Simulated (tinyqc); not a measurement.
## Charge stability of a double quantum dot, constant-interaction model with a charge sensor: across the interdot transition

Capacitance matrix C = [[C1, -Cm], [-Cm, C2]], C1 = G1 + X1 + Cm + L1, C2 = G2 + X2 + Cm + L2. Gate charges n1 = (G1 V1 + X1 V2)/q, n2 = (X2 V1 + G2 V2)/q. The state (N1, N2) has U = (1/2) d^T E d with d = (N1 - n1, N2 - n2) and E = q^2 C^(-1). Leads at 0 V; no tunnel coupling, spin or level spacing. The sensor reads s1 <N1> + s2 <N2>.

The gate charges are n1 = 0.5000 + x, n2 = 0.5000 - x, a line through the middle of the (1,0)-(0,1) boundary. The detuning is U(0,1) - U(1,0); thermal means over all states within two electrons.

Values chosen for this exercise:
```
symbol  value  unit                    meaning
G1        2.1    aF            gate 1 to dot 1
G2        2.5    aF            gate 2 to dot 2
X1       0.44    aF            gate 2 to dot 1
X2       0.58    aF            gate 1 to dot 2
Cm        2.4    aF           between the dots
L1        5.7    aF  dot 1 to leads and ground
L2        6.2    aF  dot 2 to leads and ground
s1       0.54           sensor weight of dot 1
s2       0.18           sensor weight of dot 2
T         2.4     K                temperature
```

Constants: q = 1.602176634e-19 C, kB = 1.380649e-23 J/K, Vt = kB T/q. Results are converted to the units shown.

Across the interdot transition:
```
x       detuning (meV)      <N1>      <N2>  sensor
-0.052          -1.232  0.002602    0.9974  0.1809
-0.039          -0.924   0.01139    0.9886  0.1841
-0.026          -0.616   0.04852    0.9515  0.1975
-0.013          -0.308    0.1842    0.8158  0.2463
0                0.000    0.5000    0.5000  0.3600
0.013            0.308    0.8158    0.1842  0.4737
0.026            0.616    0.9515   0.04853  0.5225
0.039            0.924    0.9886   0.01141  0.5359
0.052            1.232    0.9974  0.002610  0.5391
```

Read the table: what changes, and by how much?

<N1> rises from 0.00260 to 0.997 while <N2> falls from 0.997 to 0.00261; their sum stays within 1.5e-5 of 1. The detuning moves by EC1 + EC2 - 2 ECm = 23.7 meV for each unit of x, and the step is a Fermi function of width kB T = 0.207 meV, which makes it a thermometer once the lever arms are known.

Numbers from tinyqc (`OMP_NUM_THREADS=1 python tinyqc.py 2470124 2470125 out.jsonl`; about 0.01 s on one thread of a shared Intel Xeon 2.30GHz).
